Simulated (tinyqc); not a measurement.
Swing of the coupled dose with resist thickness: standing waves and exposure in a photoresist film.

Normal incidence from air. Unexposed resist: N1 = n1 + i k1 with k1 = (A + B) lam/(4 pi), lam in micrometres. r01 = (1 - N1)/(1 + N1), t01 = 2/(1 + N1). Substrate Ns = ns + i ks: r12 = (N1 - Ns)/(N1 + Ns). With p = exp(2 pi i N1 d/lam), the field at depth z is E(z) = t01 [exp(2 pi i N1 z/lam) + r12 p^2 exp(-2 pi i N1 z/lam)]/(1 + r01 r12 p^2), the relative intensity I(z) = n1 |E(z)|^2 and the reflectance R = |(r01 + r12 p^2)/(1 + r01 r12 p^2)|^2.

Inputs chosen for the exercise (a resist on Al, indices near tabulated ones; the results hold for these values, not for the real material): lam = 248 nm (vacuum wavelength); n1 = 1.746 (resist index); A = 0.04 1/micrometre (bleachable absorption (Dill A)); B = 0.93 1/micrometre (fixed absorption (Dill B)); d = 452 nm (resist thickness); ns = 0.188 (substrate n); ks = 3.028 (substrate k).

The mean of I is taken over 800 depths; the relative dose to clear is taken as 1/(mean of I over the lowest period, 60 depths), scaled to 1 in the first row.

Swing:
```
d (nm)       R  mean I  relative dose
452.0   0.1650  1.7097          1.000
463.8   0.3454  1.3121          1.327
487.5   0.5459  0.8683          1.961
499.3   0.4610  1.0071          1.667
511.2   0.2465  1.3790          1.225
523.0   0.1254  1.5708          1.098
534.9   0.3040  1.2264          1.430
546.7   0.4673  0.9200          1.902
558.5   0.5064  0.8347          2.064
570.4   0.4187  0.9632          1.767
582.2   0.2088  1.2873          1.330
594.0   0.0941  1.4492          1.204
```

Give the missing row, d (nm) = 475.7.

Computed row:
```
d (nm)       R  mean I  relative dose
475.7   0.5081  0.9632          1.802
```

The period is 71.0 nm, six rows. The relative dose swings between 1.000 and 2.064, a ratio (max - min)/mean of 0.699, against the estimate 4 sqrt(|r01|^2 |r12|^2) exp(-(A + B) d) = 0.658 for the oscillating part alone; the ratio from the table also holds the slow rise from absorption, 20.4 % over two periods, so the two are not strictly comparable.

tinyqc: `OMP_NUM_THREADS=1 python tinyqc.py 1681201 1681202 out.jsonl`; about 0.01 s, one thread, shared Intel(R) Xeon(R) Processor @ 2.30GHz.
